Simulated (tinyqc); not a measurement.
Resistance of a source-drain extension with a graded tip: two steps of the calculation.

y runs along the channel, the gate covers y > 0. The doping is N0 for y < y0 and N0 10^(-(y - y0)/la) beyond, uniform over the depth xj. Sheet conductance s(y) = q mu(N) max(N - Nch, 0) xj + (for y > 0) ma Cox Vo, with mu(N) = u0 + (u1 - u0)/(1 + (N/Nr)^au) and Cox = eps0 eox/tox. Current is taken as one-dimensional; depletion of the tip, spreading and the contact are left out. The metallurgical junction lies at yj, where N = Nch.

Inputs (values chosen for the exercise); mobility law close to that of electrons in silicon:
- eox = 3.9 (relative permittivity of the gate insulator (close to silicon dioxide))
- tox = 1.3 nm (insulator thickness)
- N0 = 7.6e19 cm^-3 (active doping of the extension far from the gate)
- la = 2.5 nm/decade (lateral abruptness)
- y0 = 4.7 nm (position under the gate where the fall begins (gate edge at 0))
- xj = 29 nm (depth of the extension)
- Nch = 3.6e17 cm^-3 (channel doping)
- Vo = 0.51 V (gate overdrive)
- ma = 110 cm^2/(V s) (mobility of the gate-induced layer)
- u1 = 1414 cm^2/(V s) (mobility at low doping)
- u0 = 68.5 cm^2/(V s) (mobility at high doping)
- Nr = 9.2e16 cm^-3 (reference doping)
- au = 0.711 (exponent)
- Lg = 40 nm (gate length)

Constants: q = 1.602176634e-19 C, eps0 = 8.8541878128e-14 F/cm where lengths are in cm. Results are converted to the units shown.

Question 1. Sheet resistances and junction position. yj = y0 + la log10(N0/Nch); sheet resistance of the full extension 1/[q mu(N0)(N0 - Nch) xj] and of the gate-induced layer 1/(ma Cox Vo); metallurgical length Lg - 2 yj; ye is where the doped and the gate-induced conductances are equal.

Find: yj; sheet resistance of the extension; sheet resistance of the induced layer; metallurgical length; ye; N at ye.

Answer 1.

yj = 10.511 nm
sheet resistance of the extension = 356.78 ohm/square
sheet resistance of the induced layer = 6710.7 ohm/square
metallurgical length = 18.977 nm
ye = 8.7069 nm
N at ye = 1.8970e18 cm^-3

The gate takes over 1.80 nm before the junction, where N is still 5.27 times the channel doping.

Question 2. Resistance of the overlapped part. Midpoint rule on 9 equal steps from 0 to yj: R_ov = sum h/s(y), per width.

Give: y; N; doped conductance; sheet resistance; R_ov.

Answer 2.

```
point   y (nm)  N (cm^-3)  doped conductance (uS)  sheet resistance (ohm/square)
0      0.58396  7.6000e19                  2802.9                         338.77
1       1.7519  7.6000e19                  2802.9                         338.77
2       2.9198  7.6000e19                  2802.9                         338.77
3       4.0877  7.6000e19                  2802.9                         338.77
4       5.2556  4.5557e19                  1777.3                         519.14
5       6.4236  1.5538e19                  724.17                         1145.2
6       7.5915  5.2993e18                  321.01                         2127.5
7       8.7594  1.8074e18                  143.28                         3421.2
8       9.9273  6.1643e17                  41.101                         5259.9
```

R_ov = 16.150 ohm um

Numbers from tinyqc (`OMP_NUM_THREADS=1 python tinyqc.py 2282079 2282080 out.jsonl`; about 0.03 s on one thread of a shared Intel Xeon 2.30GHz).
